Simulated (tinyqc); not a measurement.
Changing the growth temperature of the buffer T_g: kinetics of strain relaxation and threading dislocations in mismatched semiconductor layers. Computed by tinyqc, a small Python program. Command: `OMP_NUM_THREADS=1 python tinyqc.py 3025657 3025658 out.jsonl threading sweep`. One thread of a shared host (Intel(R) Xeon(R) Processor @ 2.30GHz), about 0.01 s of CPU time with the checks.

60-degree dislocations on {111} planes of a (001) layer, isotropic elasticity. The Schmid factor is 1/sqrt(6), and a misfit segment relieves strain with b/2.

Inputs (values chosen for the exercise, for a model layer):
```
quantity                                  value          unit
misfit f                                 0.0381             -
shear modulus G                            49.8           GPa
Poisson ratio nu                           0.31             -
Burgers vector b                              4      angstrom
glide activation energy Q                  1.48            eV
velocity prefactor v0                      7900   m/s per MPa
grading rate (misfit per thickness) R_f   0.016  1/micrometre
growth rate R_g                            0.11          nm/s
```

Constants: k_B = 8.617333262e-05 eV/K.

Method. In steady grading, strain is fed at R_f R_g and relieved at (b/4) rho v. As a glide-limited estimate, the driving stress is taken as the mean stress of the strained top zone, whose depth z solves R_f z/2 = e_eq(z), with strain R_f z at the surface; tau_g = S R_f z/2 is its mean; then rho = 4 R_f R_g/(b m tau_g), m = v0 exp(-Q/(k_B T_g)), S = (1/sqrt 6) 2 G (1 + nu)/(1 - nu), e_eq(z) = b (1 - nu/4) [ln(z/b) + 1]/(4 pi (1 + nu) z).

One run for each value:
```
growth temperature of the buffer T_g (K)  thread density of the buffer (1/cm^2)
683                                                                  2.1700e+05
724                                                                  5.2241e+04
764                                                                  1.5088e+04
804                                                                  4.9307e+03
844                                                                  1.7916e+03
884                                                                  7.1341e+02
925                                                                  3.0154e+02
965                                                                  1.3967e+02
```

Over the rows, thread density of the buffer (1/cm^2) falls from 217000 to 140 (exponent d ln y / d ln x -24 between the first rows and -18 between the last). The density follows exp(Q/(k_B T_g)); real buffers level off where nucleation and pile-ups at the rough surface take over.

Caution (rows 724, 764, 804, 844, 884, 925, 965): real buffers seldom go below 1e5 /cm^2, as pile-ups and nucleation take over; this value is a lower bound.
